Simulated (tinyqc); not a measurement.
Inversion-layer mobility, back-scattering and ballistic limit of a field-effect transistor: one step, computed by the program tinyqc. Command: `OMP_NUM_THREADS=1 python tinyqc.py 3029878 3029879 out.jsonl mos walk`. One thread of a shared host (Intel(R) Xeon(R) Processor @ 2.30GHz), about 0.01 s of CPU time with the checks.

The charge at the top of the source barrier is fixed by the gate; series resistance and short-channel effects are left out. F_j are Fermi integrals normalised to exp(eta) in the classical limit.

Problem. Ballistic limit. F_j(eta) = (1/Gamma(j + 1)) int_0^infinity x^j/(1 + exp(x - eta)) dx, F_0 = ln(1 + exp(eta)). Integrals over x = E/(k_B T) use 160 Gauss-Legendre points in u = sqrt(x) from 0 to sqrt(max(eta, 0) + 32). Ballistic channel: N_2D = g_v m k_B T/(pi hbar^2), U = e V_D/(k_B T); eta_F solves N_inv = (N_2D/2)[F_0(eta_F) + F_0(eta_F - U)]; v_T = sqrt(2 k_B T/(pi m)); I/W = e (N_2D/2) v_T [F_1/2(eta_F) - F_1/2(eta_F - U)]; injection velocity v_T F_1/2(eta_F)/F_0(eta_F).

Inputs (values chosen for the exercise, modelled on a strained silicon n-channel):

| quantity | value | unit |
|---|---|---|
| transport mass m | 0.19 | m_0 |
| valley degeneracy g_v | 2 | - |
| drain voltage V_D | 1.2 | V |
| temperature T | 300 | K |

Statistics at the top of the barrier: Fermi-Dirac.

inversion density N_inv = 1.110796e+13 1/cm^2

Constants: m_0 = 9.1093837015e-31 kg; k_B = 1.380649e-23 J/K; hbar = 1.054571817e-34 J s; k_B = 8.617333262e-05 eV/K; e = 1.602176634e-19 C.

Give: N_2D; eta_F; thermal velocity v_T; injection velocity; ballistic current I/W.

Solution.

N_2D = 4.104e+12 1/cm^2

eta_F = 5.409

thermal velocity v_T = 1.234 1e7 cm/s

injection velocity = 2.252 1e7 cm/s

ballistic current I/W = 4008 microampere/micrometre

Degeneracy raises the injection velocity by a factor 1.82.
